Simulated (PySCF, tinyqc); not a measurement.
Worked calculation: CCD on RHF in the sto-6g basis, frozen core, for BeH+, spin multiplicity 1. The lowest restricted solution is unstable here: a spin-polarised one lies 0.0005 hartree lower (PySCF). Computed by tinyqc, a small Python program that keeps every step (integrals from PySCF). Settings: charge = 1, multiplicity = 1, basis = sto-6g, method = RHF, frozen orbitals = 1, energy threshold = 1e-10, iteration cap = 77, orthogonalisation = canonical, start = Wolfsberg-Helmholz matrix, DIIS depth = 6, amplitude equations = CCD, DIIS depth for amplitudes = 0, cap on updates = 79. Command: `OMP_NUM_THREADS=1 python tinyqc.py 31358 31359 out.jsonl` (the two numbers bound the seeds that draw the settings). One thread of a shared host (Intel(R) Xeon(R) Processor @ 2.60GHz), about 0.1 s of CPU time with the checks. The early iterations of the SCF are left out here.

## One-electron integrals

Geometry (angstrom):
```
atom         x         y         z
Be    0.000000  0.000000  0.000000
H     0.000000  0.000000  1.692000
```

Basis sto-6g: exponents (1/bohr^2) and contraction coefficients of normalised primitives:
```
element  l (shell)    exponent  coefficient
Be           s (1)  312.870494     0.009164
Be           s (1)   57.364463     0.049361
Be           s (1)   16.048509     0.168538
Be           s (1)    5.513096     0.370563
Be           s (1)    2.140897     0.416492
Be           s (1)    0.881739     0.130334
Be           s (2)   13.633247    -0.013253
Be           s (2)    2.698375    -0.046992
Be           s (2)    0.838653    -0.033785
Be           s (2)    0.322660     0.250242
Be           s (2)    0.140131     0.595117
Be           s (2)    0.064233     0.240706
Be           p (3)   13.633247     0.003760
Be           p (3)    2.698375     0.037679
Be           p (3)    0.838653     0.173897
Be           p (3)    0.322660     0.418036
Be           p (3)    0.140131     0.425860
Be           p (3)    0.064233     0.101708
H            s (1)   35.523221     0.009164
H            s (1)    6.513144     0.049361
H            s (1)    1.822143     0.168538
H            s (1)    0.625955     0.370563
H            s (1)    0.243077     0.416492
H            s (1)    0.100112     0.130334
```

Overlap, kinetic and nuclear-attraction integrals over the contracted functions; the nuclear repulsion is the sum of Za Zb / Rab.

nuclear repulsion = 1.25100995 hartree

overlap S, order 1Be 1s, 1Be 2s, 1Be 2px, 1Be 2py, 1Be 2pz, 2H 1s:
$$\begin{pmatrix}
1.000000 & 0.254764 & 0.000000 & 0.000000 & 0.000000 & 0.032817 \\
0.254764 & 1.000000 & 0.000000 & 0.000000 & 0.000000 & 0.328505 \\
0.000000 & 0.000000 & 1.000000 & 0.000000 & 0.000000 & 0.000000 \\
0.000000 & 0.000000 & 0.000000 & 1.000000 & 0.000000 & 0.000000 \\
0.000000 & 0.000000 & 0.000000 & 0.000000 & 1.000000 & 0.412242 \\
0.032817 & 0.328505 & 0.000000 & 0.000000 & 0.412242 & 1.000000
\end{pmatrix}$$

kinetic energy T (hartree), order 1Be 1s, 1Be 2s, 1Be 2px, 1Be 2py, 1Be 2pz, 2H 1s:
$$\begin{pmatrix}
6.768753 & -0.207382 & 0.000000 & 0.000000 & 0.000000 & -0.010611 \\
-0.207382 & 0.220121 & 0.000000 & 0.000000 & 0.000000 & 0.026326 \\
0.000000 & 0.000000 & 0.661265 & 0.000000 & 0.000000 & 0.000000 \\
0.000000 & 0.000000 & 0.000000 & 0.661265 & 0.000000 & 0.000000 \\
0.000000 & 0.000000 & 0.000000 & 0.000000 & 0.661265 & 0.096584 \\
-0.010611 & 0.026326 & 0.000000 & 0.000000 & 0.096584 & 0.768522
\end{pmatrix}$$

nuclear attraction V (hartree), order 1Be 1s, 1Be 2s, 1Be 2px, 1Be 2py, 1Be 2pz, 2H 1s:
$$\begin{pmatrix}
-15.027544 & -1.730411 & 0.000000 & 0.000000 & -0.011890 & -0.242349 \\
-1.730411 & -2.605511 & 0.000000 & 0.000000 & -0.109554 & -0.788932 \\
0.000000 & 0.000000 & -2.578994 & 0.000000 & 0.000000 & 0.000000 \\
0.000000 & 0.000000 & 0.000000 & -2.578994 & 0.000000 & 0.000000 \\
-0.011890 & -0.109554 & 0.000000 & 0.000000 & -2.658246 & -0.975510 \\
-0.242349 & -0.788932 & 0.000000 & 0.000000 & -0.975510 & -2.488339
\end{pmatrix}$$

core Hamiltonian H = T + V (hartree), order 1Be 1s, 1Be 2s, 1Be 2px, 1Be 2py, 1Be 2pz, 2H 1s:
$$\begin{pmatrix}
-8.258791 & -1.937794 & 0.000000 & 0.000000 & -0.011890 & -0.252960 \\
-1.937794 & -2.385390 & 0.000000 & 0.000000 & -0.109554 & -0.762606 \\
0.000000 & 0.000000 & -1.917729 & 0.000000 & 0.000000 & 0.000000 \\
0.000000 & 0.000000 & 0.000000 & -1.917729 & 0.000000 & 0.000000 \\
-0.011890 & -0.109554 & 0.000000 & 0.000000 & -1.996981 & -0.878926 \\
-0.252960 & -0.762606 & 0.000000 & 0.000000 & -0.878926 & -1.719817
\end{pmatrix}$$

## Two-electron integrals

Functions are numbered as in S; the eight-fold symmetry (ij|kl) = (ji|kl) = (kl|ij) leaves the list below.

Two-electron integrals (ij|kl) in chemists' order, unique and non-zero (hartree):
```
(11|11) 2.299996   (21|11) 0.361879   (21|21) 0.071926   (22|11) 0.570332
(22|21) 0.139654   (22|22) 0.417773   (31|31) 0.015252   (32|31) 0.022555
(32|32) 0.092340   (33|11) 0.570332   (33|21) 0.139654   (33|22) 0.417773
(33|33) 0.450117   (41|41) 0.015252   (42|41) 0.022555   (42|42) 0.092340
(43|43) 0.024258   (44|11) 0.570332   (44|21) 0.139654   (44|22) 0.417773
(44|33) 0.401601   (44|44) 0.450117   (51|51) 0.015252   (52|51) 0.022555
(52|52) 0.092340   (53|53) 0.024258   (54|54) 0.024258   (55|11) 0.570332
(55|21) 0.139654   (55|22) 0.417773   (55|33) 0.401601   (55|44) 0.401601
(55|55) 0.450117   (61|11) 0.047442   (61|21) 0.009180   (61|22) 0.017838
(61|33) 0.017690   (61|44) 0.017690   (61|51) 0.000914   (61|52) 0.001801
(61|55) 0.018133   (61|61) 0.001240   (62|11) 0.140340   (62|21) 0.035066
(62|22) 0.117526   (62|33) 0.112815   (62|44) 0.112815   (62|51) 0.004813
(62|52) 0.030596   (62|55) 0.126948   (62|61) 0.004991   (62|62) 0.053673
(63|31) 0.003013   (63|32) 0.014552   (63|53) 0.005000   (63|63) 0.004296
(64|41) 0.003013   (64|42) 0.014552   (64|54) 0.005000   (64|64) 0.004296
(65|11) 0.160319   (65|21) 0.040490   (65|22) 0.141346   (65|33) 0.133122
(65|44) 0.133122   (65|51) 0.007685   (65|52) 0.047446   (65|55) 0.157794
(65|61) 0.005996   (65|62) 0.072863   (65|65) 0.101183   (66|11) 0.312078
(66|21) 0.079384   (66|22) 0.298130   (66|33) 0.277616   (66|44) 0.277616
(66|51) 0.011566   (66|52) 0.097881   (66|55) 0.339160   (66|61) 0.011552
(66|62) 0.180711   (66|65) 0.258564   (66|66) 0.774999
```

## Orthogonalisation

S = U s U^T; canonical form X = U s^(-1/2), so that X^T S X = 1. Each column of U has its largest component positive (the first on a tie).

eigenvalues of S: [0.455426, 0.800249, 1.000000, 1.000000, 1.179535, 1.564791]

X, order 1Be 1s, 1Be 2s, 1Be 2px, 1Be 2py, 1Be 2pz, 2H 1s:
$$\begin{pmatrix}
0.284131 & 0.770728 & 0.000000 & 0.000000 & 0.594425 & 0.213146 \\
-0.736163 & -0.572117 & 0.000000 & 0.000000 & 0.446822 & 0.404284 \\
0.000000 & 0.000000 & 0.991728 & 0.128360 & 0.000000 & 0.000000 \\
0.000000 & 0.000000 & -0.128360 & 0.991728 & 0.000000 & 0.000000 \\
-0.757007 & 0.515609 & 0.000000 & 0.000000 & -0.497797 & 0.386684 \\
1.000010 & -0.249837 & 0.000000 & 0.000000 & -0.216794 & 0.529775
\end{pmatrix}$$

Within a degenerate level the vectors are fixed only up to a rotation; this is one choice.

## Iteration 9 (converged): orbitals

converged F (hartree), order 1Be 1s, 1Be 2s, 1Be 2px, 1Be 2py, 1Be 2pz, 2H 1s:
$$\begin{pmatrix}
-5.068447 & -1.360534 & 0.000000 & 0.000000 & 0.016150 & -0.176188 \\
-1.360534 & -0.821906 & 0.000000 & 0.000000 & -0.108519 & -0.414163 \\
0.000000 & 0.000000 & -0.132618 & 0.000000 & 0.000000 & 0.000000 \\
0.000000 & 0.000000 & 0.000000 & -0.132618 & 0.000000 & 0.000000 \\
0.016150 & -0.108519 & 0.000000 & 0.000000 & -0.259416 & -0.356949 \\
-0.176188 & -0.414163 & 0.000000 & 0.000000 & -0.356949 & -0.442750
\end{pmatrix}$$

Diagonalise F' = X^T F X, C = X C', fill 2 alpha and 2 beta electrons from the bottom; D = 2 C_occ C_occ^T. Each column has its largest component positive (the first on a tie).

F' = X^T F X (hartree):
$$\begin{pmatrix}
0.045338 & -0.478048 & 0.000000 & 0.000000 & -0.403360 & -0.165360 \\
-0.478048 & -2.058272 & 0.000000 & 0.000000 & -2.086372 & -0.843910 \\
0.000000 & 0.000000 & -0.132618 & 0.000000 & 0.000000 & 0.000000 \\
0.000000 & 0.000000 & 0.000000 & -0.132618 & 0.000000 & 0.000000 \\
-0.403360 & -2.086372 & 0.000000 & 0.000000 & -2.675473 & -1.126322 \\
-0.165360 & -0.843910 & 0.000000 & 0.000000 & -1.126322 & -1.156847
\end{pmatrix}$$

orbital energies (hartree): MO1 -5.069618, MO2 -0.670783, MO3 -0.256303, MO4 -0.132618, MO5 -0.132618, MO6 0.151448

coefficients C, order 1Be 1s, 1Be 2s, 1Be 2px, 1Be 2py, 1Be 2pz, 2H 1s:
$$\begin{pmatrix}
0.995710 & -0.185549 & -0.190825 & 0.000000 & 0.000000 & 0.106033 \\
0.016530 & 0.624682 & 0.743604 & 0.000000 & 0.000000 & -0.537496 \\
0.000000 & 0.000000 & 0.000000 & -0.660830 & 0.750536 & 0.000000 \\
0.000000 & 0.000000 & 0.000000 & 0.750536 & 0.660830 & 0.000000 \\
-0.002452 & 0.269964 & -0.607230 & 0.000000 & 0.000000 & -0.891417 \\
-0.001439 & 0.500684 & -0.325867 & 0.000000 & 0.000000 & 1.016476
\end{pmatrix}$$

D after iteration 9, order 1Be 1s, 1Be 2s, 1Be 2px, 1Be 2py, 1Be 2pz, 2H 1s:
$$\begin{pmatrix}
2.051735 & -0.198900 & 0.000000 & 0.000000 & -0.105065 & -0.188668 \\
-0.198900 & 0.781002 & 0.000000 & 0.000000 & 0.337202 & 0.625490 \\
0.000000 & 0.000000 & 0.000000 & 0.000000 & 0.000000 & 0.000000 \\
0.000000 & 0.000000 & 0.000000 & 0.000000 & 0.000000 & 0.000000 \\
-0.105065 & 0.337202 & 0.000000 & 0.000000 & 0.145773 & 0.270340 \\
-0.188668 & 0.625490 & 0.000000 & 0.000000 & 0.270340 & 0.501374
\end{pmatrix}$$

Within a degenerate level the vectors are fixed only up to a rotation; this is one choice.

## Convergence

Stop when the energy changes by less than 1e-10 hartree and every element of the error matrix X^T (F D S - S D F) X is below 3e-06.

Course of the cycle:
```
iteration   E (hartree)     change  largest element of the error matrix
1          -14.73482790          -                             1.80e-01
2          -14.76740206  -3.26e-02                             5.14e-02
3          -14.78170013  -1.43e-02                             3.21e-02
4          -14.78704923  -5.35e-03                             7.50e-03
5          -14.78698677   6.25e-05                             5.56e-03
6          -14.78714957  -1.63e-04                             6.75e-04
7          -14.78715179  -2.21e-06                             8.49e-05
8          -14.78715182  -3.61e-08                             5.53e-07
9          -14.78715182  -1.53e-12                             3.86e-09
```

PySCF RHF in the same basis = -14.78715182 hartree

Converged in 9 iterations.

## Integrals over molecular orbitals

(pq|rs) = sum C_ip C_jq C_kr C_ls (ij|kl), one index at a time.

one-electron integrals over orbitals h = C^T H C (hartree):
$$\begin{pmatrix}
-8.251722 & 0.170490 & 0.201410 & 0.000000 & 0.000000 & -0.075209 \\
0.170490 & -2.046039 & -0.050584 & 0.000000 & 0.000000 & 0.228065 \\
0.201410 & -0.050584 & -1.902294 & 0.000000 & 0.000000 & -0.071716 \\
0.000000 & 0.000000 & 0.000000 & -1.917729 & 0.000000 & 0.000000 \\
0.000000 & 0.000000 & 0.000000 & 0.000000 & -1.917729 & 0.000000 \\
-0.075209 & 0.228065 & -0.071716 & 0.000000 & 0.000000 & -1.656086
\end{pmatrix}$$

Two-electron integrals over orbitals (pq|rs), unique and non-zero (hartree); the lowest 1 orbital is frozen and left out:
```
(22|22) 0.477673    (32|22) -0.067092   (32|32) 0.052412    (33|22) 0.322427
(33|32) 0.034356    (33|33) 0.442763    (42|42) 0.044070    (43|42) 0.033345
(43|43) 0.049915    (44|22) 0.352421    (44|32) 0.033443    (44|33) 0.389912
(44|44) 0.450117    (52|52) 0.044070    (53|52) 0.033345    (53|53) 0.049915
(54|54) 0.024258    (55|22) 0.352421    (55|32) 0.033443    (55|33) 0.389912
(55|44) 0.401601    (55|55) 0.450117    (62|22) 0.031430    (62|32) -0.053162
(62|33) -0.018805   (62|44) -0.067681   (62|55) -0.067681   (62|62) 0.121890
(63|22) -0.056678   (63|32) 0.047176    (63|33) 0.054673    (63|44) 0.029737
(63|55) 0.029737    (63|62) -0.056949   (63|63) 0.063354    (64|42) -0.027156
(64|43) -0.010190   (64|64) 0.023679    (65|52) -0.027156   (65|53) -0.010190
(65|65) 0.023679    (66|22) 0.482423    (66|32) -0.069538   (66|33) 0.349831
(66|44) 0.356446    (66|55) 0.356446    (66|62) 0.059146    (66|63) -0.059757
(66|66) 0.520306
```

## CCD: starting amplitudes

t_ij^ab = <ij||ab> / (e_i + e_j - e_a - e_b), whose energy is MP2.

Starting amplitudes (spin orbitals 1a, 1b, ...; amplitudes related by a flip of all spins are not repeated):
```
from      to          t
2a 2b  6a 6b  -0.074122
2a 2b  3a 3b  -0.063226
2a 2b  3a 6b   0.042986
2a 2b  4a 4b  -0.040944
2a 2b  5a 5b  -0.040944
```

correlation energy = -0.02052773 hartree

## CCD: amplitude update 1

t_ij^ab D_ij^ab are set to the remaining terms of the spin-orbital equations, evaluated with the old amplitudes; for the doubles these are <ij||ab> + 1/2 <ab||ef> t_ij^ef + 1/2 <mn||ij> t_mn^ab + P(ij)P(ab) <mb||ej> t_im^ae + terms in t^2, D the orbital-energy denominators.

Amplitudes after update 1 (spin orbitals 1a, 1b, ...; amplitudes related by a flip of all spins are not repeated):
```
from      to          t
2a 2b  6a 6b  -0.100612
2a 2b  3a 3b  -0.083147
2a 2b  3a 6b   0.066424
2a 2b  4a 4b  -0.048843
2a 2b  5a 5b  -0.048843
```

correlation energy = -0.02798892 hartree

## CCD: amplitude update 2

As before.

Amplitudes after update 2 (spin orbitals 1a, 1b, ...; amplitudes related by a flip of all spins are not repeated):
```
from      to          t
2a 2b  6a 6b  -0.109924
2a 2b  3a 3b  -0.091781
2a 2b  3a 6b   0.077684
2a 2b  4a 4b  -0.049114
2a 2b  5a 5b  -0.049114
```

correlation energy = -0.03079760 hartree

## CCD: amplitude update 3

As before.

Amplitudes after update 3 (spin orbitals 1a, 1b, ...; amplitudes related by a flip of all spins are not repeated):
```
from      to          t
2a 2b  6a 6b  -0.113139
2a 2b  3a 3b  -0.096308
2a 2b  3a 6b   0.083011
2a 2b  4a 4b  -0.048254
2a 2b  5a 5b  -0.048254
```

correlation energy = -0.03191736 hartree

## CCD: convergence

E_corr = 1/4 sum <ij||ab> t_ij^ab; stop when the norm of the change is below 1e-8.

Course of the amplitude iterations:
```
update  correlation energy (hartree)  norm of the change
0                        -0.02052773                   -
1                        -0.02798892            9.64e-02
2                        -0.03079760            4.07e-02
3                        -0.03191736            1.89e-02
4                        -0.03238840            9.28e-03
5                        -0.03259605            4.72e-03
6                        -0.03269136            2.45e-03
7                        -0.03273659            1.28e-03
8                        -0.03275865            6.77e-04
9                        -0.03276964            3.59e-04
10                       -0.03277521            1.91e-04
11                       -0.03277807            1.01e-04
12                       -0.03277956            5.40e-05
13                       -0.03278033            2.88e-05
14                       -0.03278074            1.53e-05
15                       -0.03278095            8.18e-06
16                       -0.03278106            4.36e-06
17                       -0.03278112            2.33e-06
18                       -0.03278116            1.24e-06
19                       -0.03278117            6.63e-07
20                       -0.03278118            3.54e-07
21                       -0.03278119            1.89e-07
22                       -0.03278119            1.01e-07
23                       -0.03278119            5.38e-08
24                       -0.03278119            2.87e-08
25                       -0.03278119            1.53e-08
26                       -0.03278119            8.17e-09
```

Converged amplitudes (spin orbitals 1a, 1b, ...; amplitudes related by a flip of all spins are not repeated):
```
from      to          t
2a 2b  6a 6b  -0.114539
2a 2b  3a 3b  -0.101736
2a 2b  3a 6b   0.088210
2a 2b  5a 5b  -0.046621
2a 2b  4a 4b  -0.046621
```

CCD total energy = -14.81993301 hartree

Converged in 26 updates.
